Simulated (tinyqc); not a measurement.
Carrier statistics of a doped semiconductor with parabolic bands: one step. Intrinsic density and level. Three cases, with inputs chosen for the exercise.

Problem. With Boltzmann statistics ni = sqrt(Nc Nv) exp(-Eg/2kT) and Ei = Eg/2 + (kT/2) ln(Nv/Nc), counted from Ev.

Case 1.

Eg = 2.3441739 eV
kT = 0.01292600 eV
Nc = 9.541949e+18 1/cm^3
Nv = 6.553055e+18 1/cm^3

Case 2.

Eg = 0.5992521 eV
kT = 0.04868793 eV
Nc = 5.208101e+17 1/cm^3
Nv = 1.634866e+19 1/cm^3

Case 3.

Eg = 0.6815133 eV
kT = 0.02154333 eV
Nc = 7.437192e+18 1/cm^3
Nv = 4.026559e+18 1/cm^3

Give: ni; Ei.

Solution.

Case 1.

ni = 3.29e-21 1/cm^3
Ei = 1.1697 eV

Ei lies 2.4 meV below midgap, towards the band with the smaller density of states.

Case 2.

ni = 6.20e+15 1/cm^3
Ei = 0.3835 eV

Ei lies 83.9 meV above midgap, towards the band with the smaller density of states.

Case 3.

ni = 7.39e+11 1/cm^3
Ei = 0.3341 eV

Ei lies 6.6 meV below midgap, towards the band with the smaller density of states.

Computed by tinyqc, one run a case: `OMP_NUM_THREADS=1 python tinyqc.py N N+1 out.jsonl` with N = 1681745, 1681786, 1682071; one thread of a shared Intel(R) Xeon(R) Processor @ 2.30GHz, about 0.01 s a run at most.
